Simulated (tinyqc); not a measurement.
Length of a polyene: Hueckel, PPP and singles CI along the polyenes. Computed by the program tinyqc. Hueckel uses the same beta without repulsion; CIS keeps all single excitations and so misses the low, doubly excited 2Ag state. W is the valence ionisation energy of a centre, MN the Mataga-Nishimoto formula, f the oscillator strength.

All-trans chains of carbon centres 1.40 angstrom apart:

| parameter | value |
|---|---|
| beta (eV), times 1 +/- alternation | -2.330000 |
| alternation | 0.100000 |
| W (eV) | 11.160000 |
| gamma_rr (eV) | 10.510000 |
| repulsion formula | MN |

Gaps and excitations (eV):

| centres | Hueckel gap | PPP orbital gap | bright singlet (CIS) | f | lowest triplet (CIS) |
|---|---|---|---|---|---|
| 2 | 5.1260 | 10.3243 | 7.7818 | 0.6672 | 2.4702 |
| 4 | 3.4413 | 8.1329 | 5.5845 | 1.0098 | 1.6925 |
| 6 | 2.6712 | 7.0475 | 4.5851 | 1.3970 | 1.3445 |
| 8 | 2.2367 | 6.4091 | 4.0067 | 1.7573 | 1.1583 |
| 10 | 1.9598 | 5.9951 | 3.6339 | 2.0956 | 1.0468 |
| 12 | 1.7692 | 5.7093 | 3.3775 | 2.4183 | 0.9748 |

What does the comparison show, and why?

The Hueckel gap tends to 4 x alternation x |beta| = 0.93 eV for long chains. Exchange opens the PPP orbital gap, and the attraction of electron and hole brings the bright state 2.33 eV below it at 12 centres; the triplet lies 2.40 eV lower still.
